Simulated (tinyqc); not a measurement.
From rate r back to pressure p_B: microkinetic model of a Langmuir-Hinshelwood surface reaction A + (1/2) B2 = AB with Bronsted-Evans-Polanyi barriers. Computed by tinyqc, a small Python program. Command: `OMP_NUM_THREADS=1 python tinyqc.py 3028013 3028014 out.jsonl microkin inv`. One thread of a shared host (Intel(R) Xeon(R) Processor @ 2.30GHz), about 0.01 s of CPU time with the checks.

A adsorbs in equilibrium; B2 dissociates irreversibly on two free sites; adsorbed A and B react irreversibly and AB leaves at once. theta_A + theta_B + theta_* = 1.

Inputs (values chosen for the exercise, for a model catalyst): adsorption energy of A, E_A = -1.49 eV; adsorption energy per B atom, E_B = -0.749 eV; entropy loss of A, S_A = 1.4 meV/K; entropy loss of B2, S_B = 1.4 meV/K; slope a1 of the dissociation barrier = 0.77; intercept b1 = 1.6 eV; slope a2 of the reaction barrier = 0.37; intercept b2 = 0.3 eV; pressure p_A = 0.0013 bar; temperature T = 575 K.

Constants: k_B = 8.617333262e-05 eV/K; hbar = 6.582119569e-16 eV s.

Method. K_A = exp(-(E_A + T S_A)/(k_B T)) per bar; barriers E1 = max(b1 + a1 2 E_B, 0), E2 = b2 - a2 (E_A + E_B); k1 = (k_B T/h) exp(-S_B/k_B) exp(-E1/(k_B T)) per bar, k2 = (k_B T/h) exp(-E2/(k_B T)), h = 2 pi hbar. theta_A = K_A p_A theta_*; 2 k1 p_B theta_*^2 = k2 theta_A theta_B, so theta_B = w theta_* with w = 2 k1 p_B/(k2 K_A p_A); theta_* = 1/(1 + K_A p_A + w); rate r = k2 theta_A theta_B.

Problem. A run gave the result below. Find the pressure p_B, known to lie between 0.19 and 0.36 bar.

rate r = 3.214157e-05 1/s per site

Solution.

Each step takes the trial c = (a f_b - b f_a)/(f_b - f_a), f being the result less the target and a, b, c the logarithms of the listed values; c replaces end b, the old b replaces a if the sign of f changed, and otherwise f_a is halved.

Scan of the range:
```
pressure p_B (bar)  rate r (1/s per site)
0.190                         2.83383e-05
0.211                         3.14704e-05
0.235                         3.50500e-05
0.262                         3.90770e-05
0.291                         4.34023e-05
0.324                         4.83242e-05
0.360                         5.36936e-05
```

False position (Illinois rule, in the logarithm of the input) inside the bracket:
```
step     end a     end b     trial  rate r (1/s per site)
1     0.211000  0.235000  0.215305            3.21125e-05
2     0.235000  0.215305  0.215492            3.21403e-05
3     0.235000  0.215492  0.215508            3.21427e-05
4     0.215492  0.215508  0.215500            3.21416e-05
```

Rate r rises at every point of a 13-point scan of the range (every second point is shown), so one value fits; it is bracketed by 0.211 and 0.235. The scan shows a pure power law with exponent 1.0000, so scaling from any one row also gives the answer directly. Answer: pressure p_B = 0.2155 bar.
